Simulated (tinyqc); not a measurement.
Worked calculation: Lorentz oscillators and the Kramers-Kronig relations. Values are carried at full precision from step to step, so a last printed digit may differ when a step is redone from the rounded ones.

eps(E) = 1 + sum_j S_j/(E0_j^2 - E^2 - i G_j E).

Constants: hbar c = 1973.269805 eV angstrom; hbar^2/2m0 = 3.80998211 eV angstrom^2; e^2/(4 pi eps0) = 14.39964547 eV angstrom.

Values chosen for the exercise:
- E0 = (3.51, 5.13) eV (resonances)
- G = (0.2, 1.43) eV (widths)
- S = (40, 49.9) eV^2 (strengths)
- E = 4.92 eV (photon energy)
- h = 0.4 eV (grid step)
- M = 30 (grid points E_j = j h)
- i = 8 (grid index at which eps1 is wanted)

## Dielectric function at one energy

Evaluate each oscillator and the sum.

terms: -3.3423+0.2767i  1.9519+6.5070i

eps(E) = -0.3904+6.7837i
eps(0) = 6.1428

## Optical constants

n + i k = sqrt(eps1 + i eps2) with k >= 0; R = ((n - 1)^2 + k^2)/((n + 1)^2 + k^2) at normal incidence from vacuum; alpha = 2 E k/(hbar c), times 1e8 for 1/cm; loss function Im(-1/eps) = eps2/(eps1^2 + eps2^2).

Convert eps at the photon energy E into the optical constants.

n = 1.7895
k = 1.8954
R = 0.3707
alpha = 9.45e+05 1/cm
loss function = 0.1469
vacuum wavelength hc/E (hc = 1239.841984 eV nm) = 252.0 nm

The intensity falls to 1/e within 10.6 nm. eps1 is negative, so k exceeds n, as in a metal below its plasma energy; R is 0.37.

## Absorptive part on the grid

Tabulate eps2 at E_j = j h.

eps2(E_j), j = 1 .. M: 0.0633  0.1333  0.2188  0.3347  0.5125  0.8380  1.6578  6.2222  32.2924  4.3076  4.2677  6.2520  6.8388  4.5849  2.6433  1.5939  1.0345  0.7151  0.5194  0.3920  0.3050  0.2431  0.1977  0.1635  0.1371  0.1163  0.0997  0.0863  0.0752  0.0661

## eps1 at one grid point

Kramers-Kronig: eps1(E) = 1 + (2/pi) P integral_0^infinity E1 eps2(E1)/(E1^2 - E^2) dE1. Maclaurin rule on the grid E_j = j h, j = 1 .. M: eps1(E_i) = 1 + (4 h/pi) sum over j with j - i odd of E_j eps2(E_j)/(E_j^2 - E_i^2); nothing is added above E_M.

List the terms E_j eps2_j/(E_j^2 - E_i^2) for j - i odd, add them and form eps1.

terms in order of j (1/eV): -0.0025  -0.0298  -0.1643  -1.9342  42.7400  2.0590  2.1168  0.6157  0.1954  0.0831  0.0425  0.0244  0.0153  0.0101  0.0070

sum = 45.778 1/eV
eps1(E_i) = 24.315

The oscillator formula gives 21.438 at E_i = 3.2 eV. The rule samples every 2h = 0.8 eV against a narrowest width of 0.2 eV and stops at 12 eV; coarse sampling and the missing tail make the difference.

## The f-sum on the grid

W(E_M) = (2/pi) h sum_j E_j eps2_j, with half weight on the last point; the full integral equals sum S_j = (hbar omega_p)^2, and the electron density follows from (hbar omega_p)^2 = 8 pi c (e^2/(4 pi eps0)) N with c = hbar^2/2m0.

W(E_M) = 84.37 eV^2
sum S = 89.90 eV^2
share reached on this grid (a step near the line widths can inflate it) = 0.939
hbar omega_p = 9.482 eV
N = 6.52e+22 1/cm^3

## Checks

- The value of eps1 at 4.933 eV from a fine, long grid (with the tail of eps2 ~ 1/E^3 added) against the oscillator formula: both -0.467.

(tinyqc, `OMP_NUM_THREADS=1 python tinyqc.py 1652628 1652629 out.jsonl`, Intel(R) Xeon(R) Processor @ 2.30GHz, 1 thread, shared host, about 0.2 s.)
